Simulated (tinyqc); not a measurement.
# Worked calculation: lossy on-chip transmission line with skin effect

Computed by the program tinyqc: `OMP_NUM_THREADS=1 python tinyqc.py 2810157 2810158 out.jsonl`, one thread of a shared Intel Xeon 2.30GHz, about 0.01 s for the whole run. Printed values are rounded.

A uniform line in a homogeneous dielectric: c = sqrt(er)/(c0 Z0), l = Z0 sqrt(er)/c0 (c0 = 299792458 m/s), g = w c td, w = 2 pi f. The resistance joins its limits as r = sqrt(r_dc^2 + r_hf^2), with r_dc = rho/(wd th), r_hf = kr rho/(2 delta (wd + th)), delta = sqrt(rho/(pi f mu0)), mu0 = 4 pi 1e-7 H/m; this is an interpolation, and internal inductance, up to 0.05 nH/mm at low frequency, is neglected.

Values chosen for this exercise: width of the strip wd = 2.8 um; thickness of the strip th = 0.66 um; resistivity rho = 2.9 uohm cm; relative permittivity er = 4.2; loss tangent td = 0.002; lossless impedance sqrt(l/c) Z0 = 50 ohm; factor for crowding and the return path kr = 2; length len = 2.2 mm; source resistance Rg = 50 ohm; load resistance RL = 50 ohm; load capacitance CL = 0 fF; frequency f = 1 GHz.

## Line constants

delta, r_dc, r_hf, r, l, c and g as defined.

delta = 2.710311 um
r_dc = 15.69264 ohm/mm
r_hf = 3.092451 ohm/mm
r = 15.99444 ohm/mm
l = 0.3418015 nH/mm
c = 136.7206 pF/m
g = 0.001718082 S/m

r is 1.02 times r_dc; the skin depth is 4.11 of the thickness.

## Propagation constant and impedance

gamma = sqrt((r + i w l)(g + i w c)) = alpha + i beta, Zc = sqrt((r + i w l)/(g + i w c)), roots with positive real part; loss 8.685889638 alpha in dB; phase velocity w/beta.

gamma len = 0.1707363+0.1948001i
Zc = 103.2551-90.1354i ohm
loss = 0.6740892 dB/mm
phase velocity over c0 = 0.2366970
r/(w l) = 7.447582

r exceeds w l, so the line behaves mainly as an RC line at this frequency.

## Reflection, input impedance and transfer

ZL = 1/(1/RL + i w CL); reflection (ZL - Zc)/(ZL + Zc); Zin = Zc (ZL + Zc tanh(gamma len))/(Zc + ZL tanh(gamma len)); H = V_load/V_source = [Zin/(Zin + Rg)]/[cosh(gamma len) + (Zc/ZL) sinh(gamma len)].

ZL = 50.00000+0.00000i ohm
reflection at the load = -0.5151922+0.2851347i
Zin = 84.79533-4.07114i ohm
H = 0.3680099-0.0359478i
|H| = -8.641567 dB
